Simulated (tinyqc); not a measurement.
# Worked calculation: resistance of a tapered via with liner, size effect and interface

Program tinyqc, `OMP_NUM_THREADS=1 python tinyqc.py 2750117 2750118 out.jsonl`; Intel Xeon 2.30GHz, shared host, one thread, about 0.01 s. Printed values are rounded.

A round via whose diameter grows from db at the bottom as D(z) = db + 2 z/tan(ang). The fill, of diameter D - 2 tl, starts above the bottom liner (thickness fb tl) and has rho = rho0 (1 + ks lam/(D - 2 tl)); the sidewall liner conducts in parallel with it. The bottom liner and the interface are crossed over the full area pi db^2/4. Spreading in the lines above and below is left out.

Inputs (values chosen for the exercise); fill metal close to ruthenium: diameter at the bottom db = 18 nm; height hv = 43 nm; sidewall angle ang = 88 degrees; bulk resistivity of the fill rho0 = 7.62 uohm cm; mean free path of the fill lam = 6.69 nm; size-effect factor ks = 1.5; liner on the sidewall tl = 0.3 nm; liner at the bottom over that on the sidewall fb = 1; resistivity of the liner rl = 390 uohm cm; interface resistivity at the bottom ri = 6.5e-13 ohm cm^2; ballistic conductance per area, about 3/(4 rho0 lam) Sb = 1.5e15 S/m^2.

## Slices of the via

Slices between z0 = fb tl and hv, evaluated at their midpoints: conductance per length pi/4 [(D - 2 tl)^2/rho + (D^2 - (D - 2 tl)^2)/rl], slice resistance = slice height over that. 9 slices.

z, slice 0 to 8 (nm): [2.672222, 7.416667, 12.16111, 16.90556, 21.65, 26.39444, 31.13889, 35.88333, 40.62778]
D, slice 0 to 8 (nm): [18.18663, 18.51799, 18.84935, 19.18071, 19.51207, 19.84343, 20.17479, 20.50615, 20.83751]
rho, slice 0 to 8 (uohm cm): [11.96800, 11.88759, 11.81011, 11.73538, 11.66328, 11.59365, 11.52639, 11.46136, 11.39846]
slice resistance, slice 0 to 8 (ohm): [2.332533, 2.232083, 2.137845, 2.049327, 1.966082, 1.887704, 1.813829, 1.744122, 1.678281]

## Total resistance

R_fill = sum of the slices; R_bottom = rl fb tl/(pi db^2/4); R_interface = ri/(pi db^2/4); ballistic (Sharvin) limit 1/(Sb pi (db - 2 tl)^2/4); ideal cylinder rho0 hv/(pi db^2/4).

parts (ohm): fill 17.84181, bottom liner 4.597809, interface 0.2554339
R = 22.69505 ohm
shares (%): fill 78.61541, bottom liner 20.25908, interface 1.12550
ballistic limit = 2.803628 ohm
ideal cylinder = 12.87622 ohm

The fill is the largest part, and R is 1.76 times the ideal cylinder. With 2000 slices R = 22.697 ohm.
